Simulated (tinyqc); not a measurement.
On-chip power grid, static voltage drop by conjugate gradients: one step of the calculation.

A grid of 3 rows and 4 columns, node k = 4 row + column. Neighbours in a row are joined by Rx, in a column by Ry; pad nodes, which reach the supply through Rp: 0, 3, 8, 11. Each node draws I0, node 8 draws kh I0. The drops u = Vdd - V solve G u = i, with G the conductance matrix (1/Rp added on the diagonal at pad nodes).

Problem. Conjugate-gradient step. q = G p; a = (r.r)/(p.q); u(new) = u + a p; r(new) = r - a q; b = (r.r)(new)/(r.r); p(new) = r(new) + b p.

Inputs (values chosen for the exercise):
```
symbol  value  unit                                   meaning
Rx       0.69   ohm        resistance of a horizontal segment
Ry        1.2   ohm          resistance of a vertical segment
Rp       0.35   ohm  resistance from a pad node to the supply
```

u after iteration 2 (mV):
```
           col 0      col 1      col 2      col 3
row 0   6.384201  10.960968  10.960968   6.384201
row 1  16.300528  10.960968  10.960968  10.960968
row 2  17.295253  20.247160  10.960968   6.384201
```

r after iteration 2 (mA):
```
           col 0       col 1      col 2     col 3
row 0   4.656026    1.367005   1.367005  0.206392
row 1  -7.173163   23.476988   8.000000  0.372056
row 2  -5.965817  -17.474871  14.825256  0.206392
```

p after iteration 2 (mA):
```
           col 0      col 1      col 2      col 3
row 0   9.807289  12.544024  12.544024   5.357655
row 1  11.033905  34.654007  19.177019  11.549075
row 2   0.534279   5.928319  26.002275   5.357655
```

Find: q; a; u after iteration 3; r after iteration 3; b; p after iteration 3.

Solution.

q (mA S):
```
        col 0   col 1   col 2   col 3
row 0   23.03  -14.46    4.89   -0.27
row 1  -24.46   99.03  -11.54   -0.74
row 2  -15.04  -45.21   64.70  -19.77
```

a = 0.2889 ohm

u after iteration 3 (mV):
```
       col 0  col 1  col 2  col 3
row 0   9.22  14.59  14.59   7.93
row 1  19.49  20.97  16.50  14.30
row 2  17.45  21.96  18.47   7.93
```

r after iteration 3 (mA):
```
       col 0  col 1  col 2  col 3
row 0  -2.00   5.54  -0.05   0.28
row 1  -0.11  -5.13  11.33   0.58
row 2  -1.62  -4.41  -3.87   5.92
```

b = 0.2091

p after iteration 3 (mA):
```
       col 0  col 1  col 2  col 3
row 0   0.05   8.17   2.58   1.40
row 1   2.20   2.11  15.34   3.00
row 2  -1.51  -3.17   1.57   7.04
```

Computed by the program tinyqc: `OMP_NUM_THREADS=1 python tinyqc.py 2770217 2770218 out.jsonl`, one thread of a shared Intel Xeon 2.30GHz, about 0.3 s for the whole run.
